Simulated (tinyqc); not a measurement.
# Pinning of the barrier by interface states

Cowley-Sze model with the space charge neglected: phiB = S (phiM - chi) + (1 - S)(Eg - phi0), S = 1/(1 + q Dit dl/(eps0 ei)), dl in cm.

Values chosen for this exercise; band and dielectric values close to those of 4H silicon carbide: band gap Eg = 3.23 eV; electron affinity chi = 3.63 eV; thickness of the interfacial layer dl = 0.2 nm; relative permittivity of the interfacial layer ei = 2; neutral level above the valence band phi0 = 0.94 eV; metal work function phiM = 4.53 eV.

Constants: q = 1.602176634e-19 C, eps0 = 8.8541878128e-14 F/cm where lengths are in cm. Results are converted to the units shown.

Pinning of the barrier by interface states:
```
Dit (cm^-2 eV^-1)        S  phiB (eV)  change of phiB for 0.5 eV more work function (eV)
1e11                0.9982     0.9025                                             0.4991
3e11                0.9946     0.9075                                             0.4973
1e12                0.9822     0.9247                                             0.4911
3e12                0.9485     0.9716                                             0.4743
1e13                0.8468      1.113                                             0.4234
3e13                0.6481      1.389                                             0.3241
1e14                0.3559      1.795                                             0.1780
3e14                0.1556      2.074                                            0.07778
1e15               0.05237      2.217                                            0.02618
```

What does the comparison show?

S falls from 0.998 to 0.0524, passing 1/2 at Dit = eps0 ei/(q dl) = 5.53e13 cm^-2 eV^-1. The barrier rises from 0.903 to 2.22 eV, from near the Schottky-Mott value phiM - chi = 0.900 eV towards the pinned value Eg - phi0 = 2.29 eV.

Computed by the program tinyqc: `OMP_NUM_THREADS=1 python tinyqc.py 2020008 2020009 out.jsonl`, one thread of a shared Intel Xeon 2.30GHz, about 0.05 s for the whole run.
